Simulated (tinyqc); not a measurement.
Thin film modes against wave vector: bulk, surface, particle and sheet plasmons.

Zero temperature, parabolic band: kF = (3 pi^2 n)^(1/3), EF = c kF^2/m, Ep^2 = 8 pi c e2 n/(m eb), qTF^2 = 6 pi e2 n/(eb EF), c = hbar^2/2m0, e2 = e^2/(4 pi eps0), n in 1/angstrom^3 (1e-24 per 1/cm^3).

Constants: hbar^2/2m0 = 3.80998211 eV angstrom^2; e^2/(4 pi eps0) = 14.39964547 eV angstrom.

Inputs chosen for the exercise (a free-electron density near that of Na; the results hold for these values, not for the real material):

| symbol | value | unit | meaning |
|---|---|---|---|
| n | 2.72e+22 | 1/cm^3 | electron density |
| m | 1 | m0 | mass |
| eb | 1 |  | background dielectric constant |
| ed | 2.1 |  | dielectric constant of the surroundings |
| d | 50 | angstrom | film thickness |

Drude medium eps = eb (1 - Ep^2/E^2), no retardation. A film of thickness d has modes eps = -ed coth(q d/2) (lower) and eps = -ed tanh(q d/2) (upper); a sheet with ns = n d has E^2 = 4 pi c e2 ns q/(m ed). One surface: eps = -ed; small sphere: eps = -2 ed.

Modes (eV):

| q d | q (1/angstrom) | lower | upper | sheet |
|---|---|---|---|---|
| 0.020 | 0.000400 | 0.4216 | 6.061 | 0.4226 |
| 0.050 | 0.00100 | 0.6642 | 5.969 | 0.6682 |
| 0.10 | 0.00200 | 0.9335 | 5.826 | 0.9450 |
| 0.20 | 0.00400 | 1.304 | 5.569 | 1.336 |
| 0.50 | 0.0100 | 1.979 | 4.977 | 2.113 |
| 1.0 | 0.0200 | 2.601 | 4.363 | 2.988 |
| 2.0 | 0.0400 | 3.159 | 3.798 | 4.226 |
| 4.0 | 0.0800 | 3.435 | 3.521 | 5.977 |
| 8.0 | 0.160 | 3.477 | 3.479 | 8.452 |

bulk, surface, sphere (eV): 6.124  3.478  2.686

At small q d the lower mode tends to the sheet law sqrt(q) (within 5 % up to q d = 0.2 of the values listed) and the upper one starts near the bulk value. At q d = 8 the two are 0.0016 eV apart around the surface value 3.478 eV. Retardation, left out here, matters where q is below about three times sqrt(ed) E/(hbar c), hbar c = 1973.27 eV angstrom: that holds for 3 of the rows (from the top) for the lower mode and 5 for the upper one.

Computed by tinyqc, a small Python program: `OMP_NUM_THREADS=1 python tinyqc.py 1680666 1680667 out.jsonl` (the numbers bound the seed that draws the inputs); one thread of a shared host (Intel(R) Xeon(R) Processor @ 2.30GHz), about 0.01 s for the whole set of steps.
